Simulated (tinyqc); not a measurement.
## Metal gate on a two-layer dielectric stack with fixed charge and a dipole: flat band against the thickness t2

Gate, layer 2, layer 1, p-type semiconductor; x runs from the gate inwards. Charges are counted in units of +q. psi is the band bending at the surface, positive towards inversion. Classical charge, Boltzmann statistics, no interface traps.

EOT = 3.9 (t1/e1 + t2/e2), Cox = eps0/(t1/e1 + t2/e2); phi_ms = pM - (chi + Eg - Vt ln(Nv/Na)). Vfb = phi_ms + Vd - (q/eps0) [Q1 (t1/e1 + t2/e2) + Q2 t2/e2 + r1 (t1^2/(2 e1) + t1 t2/e2) + r2 t2^2/(2 e2)]: each charge counts with its electrical distance from the gate. ni = sqrt(Nc Nv) exp(-Eg/(2 Vt)), Eg in volts, pB = Vt ln(Na/ni), Vth = Vfb + 2 pB + sqrt(4 q eps0 eps_r Na pB)/Cox.

Parameters, values chosen for the exercise; band and dielectric values close to those of 4H silicon carbide, layer 1 close to silicon dioxide, layer 2 close to zirconium oxide: temperature T = 350 K; band gap Eg = 3.21 eV; relative permittivity eps_r = 9.74; conduction-band density of states at T Nc = 2.15e19 cm^-3; valence-band density of states at T Nv = 3.15e19 cm^-3; electron affinity chi = 3.59 eV; acceptor density Na = 5.9e17 cm^-3; work function of the gate metal pM = 4.82 eV; thickness of layer 1, next to the semiconductor t1 = 0.4 nm; relative permittivity of layer 1 e1 = 3.77; relative permittivity of layer 2 e2 = 24.2; fixed charge at the semiconductor interface Q1 = 1.6e12 cm^-2; fixed charge between the layers Q2 = 2.9e12 cm^-2; uniform charge density in layer 1 r1 = 1.2e18 cm^-3; uniform charge density in layer 2 r2 = -1e18 cm^-3; flat-band shift by a dipole layer between the layers Vd = 0 V.

Constants: q = 1.602176634e-19 C, kB = 1.380649e-23 J/K, Vt = kB T/q, eps0 = 8.8541878128e-14 F/cm where lengths are in cm. Results are converted to the units shown.

Result of one run:
```
t2 (nm)	EOT (nm)	Vfb (V)	Vth (V)
8.7	1.816	-2.159	1.189
```

What becomes of these results when the thickness of layer 2, next to the gate t2 is changed from 8.7 to 6.1 nm, all else the same?

Result of the changed run:
```
t2 (nm)	EOT (nm)	Vfb (V)	Vth (V)
6.1	1.397	-2.085	1.179
```

The whole series:
```
t2 (nm)	EOT (nm)	Vfb (V)	Vth (V)
1	0.5750	-1.925	1.173
2.3	0.7845	-1.967	1.173
3.6	0.9940	-2.009	1.173
4.9	1.203	-2.049	1.176
6.1	1.397	-2.085	1.179
7.4	1.606	-2.122	1.184
8.7	1.816	-2.159	1.189
10	2.025	-2.194	1.197
```

Vfb falls from -1.92 to -2.19 V and Vth rises from 1.17 to 1.20 V. The slope dVfb/dEOT is -203 mV/nm between the first two rows and -168 between the last two: the charge inside the growing layer bends the line. A line through the end rows meets EOT = 0 at -1.82 V, against phi_ms + Vd = -1.86 V; an effective work function read from it is off by 41.8 mV from pM.

tinyqc, about 0.01 s, one thread, Intel Xeon 2.30GHz (shared host): `OMP_NUM_THREADS=1 python tinyqc.py 2010086 2010087 out.jsonl`
